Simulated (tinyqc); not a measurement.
On-chip interconnect, size-dependent resistivity and RC delay: two steps of the calculation.

A rectangular line between two neighbours and two ground planes. Surface and grain-boundary scattering are added to the bulk resistivity as corrections; capacitances are parallel-plate values without fringing; inductance is ignored.

Values chosen for this exercise; metal values close to those of cobalt:
- Lw = 140 um (line length)
- Rd = 4100 ohm (driver resistance)
- Cl = 0.34 fF (load capacitance)
- dt = 210 ps (time step)

Question 1. Ladder and Elmore delays. 6 equal pi sections: series Rs = r Lw/6; node capacitances c Lw/6, halved at nodes 0 and 6, with Cl added to node 6; Rd feeds node 0. Elmore delay of node k: the sum, over the resistors on the path to k, of resistance times all capacitance downstream of it.

r = 1479.5765 ohm/um
c = 0.11980306 fF/um

Wanted: Rs; C; Elmore delay.

Answer 1.

Rs = 34523 ohm

```
node  C (fF)  Elmore delay (ps)
0     1.3977             70.161
1     2.7954             612.69
2     2.7954             1058.7
3     2.7954             1408.2
4     2.7954             1661.2
5     2.7954             1817.7
6     1.7377             1877.7
```

The far-end value equals Rd (c Lw + Cl) + r Lw (c Lw/2 + Cl) for any number of pi sections; the line resistance contributes 96.3 % of it.

Question 2. Node voltages after a time step. A 1 V step is applied behind Rd at t = 0. C dv/dt = -G v + b, with G the conductance matrix of the ladder (1/Rs between neighbours, 1/Rd added at node 0) and b = (1 V/Rd, 0, ...). Backward Euler step: (C/dt + G) v(new) = (C/dt) v + b.

Rs = 34523.452 ohm

```
node     C (fF)  v at t = 1 dt (V)
0     1.3977024         0.92169491
1     2.7954048         0.47412409
2     2.7954048         0.24444044
3     2.7954048         0.12709118
4     2.7954048         0.06814758
5     2.7954048         0.04052171
6     1.7377024         0.03151788
```

Find: v at t = 2 dt.

Answer 2.

v at t = 2 dt, node 0 to 6 (V): 0.9617  0.6481  0.4144  0.2588  0.1637  0.1126  0.0946

Range of the model: The metal width is under the mean free path, where the thick-limit surface term and the simple sum of corrections lose accuracy.

Computed by the program tinyqc: `OMP_NUM_THREADS=1 python tinyqc.py 2100042 2100043 out.jsonl`, one thread of a shared Intel Xeon 2.30GHz, about 0.01 s for the whole run.
